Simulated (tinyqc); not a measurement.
Worked calculation: Ewald sum of point charges, simple cubic lattice in a neutralising background. Computed by tinyqc, a small Python program that keeps every step. Command: `OMP_NUM_THREADS=1 python tinyqc.py 24401 24402 out.jsonl` (the two numbers bound the seeds that draw the settings). One thread of a shared host (Intel(R) Xeon(R) Processor @ 2.60GHz), about 0.02 s of CPU time with the checks.

## Ewald sum with eta = 0.52 1/bohr

cell vectors (rows) (bohr):
```
[[6.5200, 0.0000, 0.0000],
 [0.0000, 6.5200, 0.0000],
 [0.0000, 0.0000, 6.5200]]
```

Charges:
```
q           f1      f2      f3
2.0000  0.0000  0.0000  0.0000
```

Real space: 1/2 sum q_i q_j erfc(eta r)/r over all images with r > 0; reciprocal space: (2 pi/V) sum_(G != 0) exp(-G^2/4 eta^2)/G^2 |S(G)|^2 with S(G) = sum q exp(i G.r); self term -eta/sqrt(pi) sum q^2; background -pi Q^2/(2 V eta^2), Q the total charge.

Real-space shells (first ones):
```
r (bohr)  pairs  sum (hartree)
6.5200        6       3.00e-06
9.2207       12       3.11e-11
11.2930       8              0
```

Reciprocal shells (first ones that count):
```
G^2 (1/bohr^2)  vectors  sum (hartree)
0.9287                6         0.2483
1.8574               12         0.1052
2.7860                8         0.0198
3.7147                6         0.0047
4.6434               24         0.0064
5.5721               24         0.0023
7.4294               12       1.52e-04
8.3581               30       1.43e-04
9.2868               24       4.37e-05
10.2154              24       1.69e-05
11.1441               8       2.18e-06
12.0728              24       2.56e-06
```

## The total does not depend on eta

The same sums for other eta.

Totals (hartree per cell):
```
eta         real  reciprocal     self  background      total
0.5200  3.00e-06      0.3870  -1.1735     -0.0838  -0.870337
0.7650         0      0.8948  -1.7264     -0.0387  -0.870337
1.0000         0      1.4091  -2.2568     -0.0227  -0.870337
```

shortest distance = 6.5200 bohr
